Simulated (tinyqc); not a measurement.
Valley splitting in a one-orbital chain of atomic planes (second-neighbour model): sweeps and comparisons. A value that a table varies takes the place of the one given here.

Each (001) plane carries one orbital with energy e0, hopping v to the next plane and u to the second: E(phi) = e0 + 2 v cos(phi) + 2 u cos(2 phi), where phi = pi - k a/4 (the sign of every second orbital is chosen so that v > 0, which shifts the phase by pi). The minimum lies at cos(phi0) = -v/(4u), phi0 = pi - (pi/2) k0 for a valley at k0 (2 pi/a), and e0 puts it at zero. A slab of N planes has hard walls: the matrix simply ends.

A well of Nw planes between barriers of 40 planes each (as of a SiGe alloy, taken as an offset alone). With x = j - 39.5 for plane j = 0, 1, ..., the potential is V0 (f(x) + f(Nw - x)) + F (j - 40) a/4, f(y) = 1/(1 + exp(y/L)), a step for L = 0; L is in planes, 4 L is about the distance over which f goes from 0.88 to 0.12, and 1 MV/m = 1e-4 V/angstrom.

Constants: hbar^2/2m0 = 3.80998211 eV angstrom^2.

Inputs chosen for the exercise (near those of the Delta valleys of silicon; abrupt walls in this chain split the valleys several times more than measured wells; not measured data):

| symbol | value | unit | meaning |
|---|---|---|---|
| a | 5.437 | angstrom | lattice constant; planes lie a/4 apart |
| ml | 0.934 | m0 | longitudinal mass |
| N0 | 37 |  | first number of planes |
| Nf | 100 |  | planes in the thick slab |
| V0 | 0.18 | eV | barrier height |
| F | 5 | MV/m | field |
| Nw | 53 |  | planes in the well |
| k0 | 0.864 | 2 pi/a | position of the valley |

## Splitting against the number of planes

u = 0.577950 eV
v = 0.490118 eV
e0 = 1.259807 eV
phi0 = 1.784425 rad

Ten slabs from N0 on, of thickness (N - 1) a/4 between the outer planes. Effective mass: E1 = (c/ml)(pi/W)^2 with W = (N + 2) a/4: the amplitude vanishes on two missing planes at each end, and the envelope has its nodes N + 2 spacings apart. Large-N estimate of the splitting: 16 pi^2 u |sin(phi0) sin((N + 2) phi0)|/(N + 2)^3.

Doublet (meV):

| N | thickness (angstrom) | mean level | effective mass | splitting | estimate |
|---|---|---|---|---|---|
| 37 | 48.93 | 14.30 | 14.33 | 0.724 | 0.691 |
| 38 | 50.29 | 13.60 | 13.62 | 1.045 | 1.074 |
| 39 | 51.65 | 12.95 | 12.96 | 1.034 | 1.018 |
| 40 | 53.01 | 12.33 | 12.35 | 0.496 | 0.526 |
| 41 | 54.37 | 11.78 | 11.79 | 1.093 | 1.090 |
| 42 | 55.73 | 11.23 | 11.26 | 0.001 | 0.026 |
| 43 | 57.09 | 10.76 | 10.76 | 0.954 | 0.961 |
| 44 | 58.45 | 10.28 | 10.30 | 0.377 | 0.359 |
| 45 | 59.81 | 9.86 | 9.86 | 0.688 | 0.701 |
| 46 | 61.17 | 9.45 | 9.46 | 0.605 | 0.595 |

How do the results move?

The mean level falls smoothly, from 14.3 to 9.4 meV, within 0.2 % of the effective-mass value. The splitting swings between 0.001 (N = 42) and 1.093 meV (N = 41): one plane more or less changes the phase between the two walls by phi0 = 1.784 rad. The estimate misses the computed values by at most 0.033 meV.

## Splitting against the electric field

A thick slab in a field F: plane j = 0, 1, ... gains the energy F j a/4 (1 MV/m = 1e-4 V/angstrom), which presses the electron against the first wall. The exponent is the slope of ln(splitting) against ln F between 20 and 50 MV/m.

Doublet:

| F (MV/m) | mean level (meV) | splitting (meV) | splitting/F (meV per MV/m) |
|---|---|---|---|
| 1 | 7.90 | 0.1396 | 0.1396 |
| 2 | 12.37 | 0.2783 | 0.1391 |
| 5 | 22.50 | 0.6957 | 0.1391 |
| 10 | 35.27 | 1.3916 | 0.1392 |
| 20 | 55.10 | 2.7842 | 0.1392 |
| 30 | 71.38 | 4.1774 | 0.1392 |
| 50 | 98.63 | 6.9658 | 0.1393 |

exponent = 1.00

What does this show, and why?

The splitting goes from 0.1396 to 6.9658 meV. At high field it grows as F^1.00: at a single hard wall it follows the squared slope of the envelope, which is proportional to F, while the level itself grows about as F^(2/3) (here F^0.64). A hard wall is the sharpest interface possible; real Si interfaces split several times less.

## Sharp and graded interfaces

The lowest doublet for several interface widths L.

Doublet:

| L (planes) | 4 L (angstrom) | mean level (meV) | splitting (micro-eV) |
|---|---|---|---|
| 0.00 | 0.00 | 20.80 | 705.97 |
| 0.25 | 1.36 | 20.88 | 366.42 |
| 0.50 | 2.72 | 21.01 | 65.54 |
| 0.75 | 4.08 | 21.19 | 10.84 |
| 1.00 | 5.44 | 21.41 | 1.80 |
| 1.50 | 8.16 | 21.98 | 0.04 |
| 2.00 | 10.87 | 22.71 | 0.00 |

What does this show?

The mean level moves by +1.9 meV over the table, while the splitting falls from 706.0 micro-eV at a step to 1.80 at L = 1 plane, a factor 393. Coupling the valleys needs the Fourier component of the potential at twice the valley wave vector, a period of a few planes, and grading removes it. Random alloy disorder, left out here, sets the splitting once this part is gone.

## What each parameter does

Step interfaces (L = 0). u, v, e0 follow from 8 u sin^2(phi0) = (2c/ml)/(a/4)^2, v = -4u cos(phi0), e0 = 2u + v^2/(4u), c = hbar^2/2m0. Each row changes one parameter from the base and keeps the others.

Results:

| case | mean level (meV) | splitting (micro-eV) |
|---|---|---|
| base | 20.80 | 706.0 |
| k0 = 0.874 2 pi/a | 20.80 | 701.1 |
| ml = 1.027 m0 | 20.13 | 703.7 |
| V0 = 0.27 eV | 21.27 | 709.7 |
| F = 10 MV/m | 31.53 | 1392.5 |
| Nw = 54 | 20.77 | 723.5 |

What does this show?

The largest shifts from the base row, up to three for each result and ties (the steps differ in size, so this ranks the rows, not the parameters). mean level (meV): F +10.74, ml -0.66, V0 +0.47; unchanged at the printed digits by k0. splitting (micro-eV): F +686.5, Nw +17.6, k0 -4.9.

Run: tinyqc, `OMP_NUM_THREADS=1 python tinyqc.py 1452671 1452672 out.jsonl`; Intel(R) Xeon(R) Processor @ 2.30GHz, one thread, shared host; about 0.01 s of CPU time with all checks.
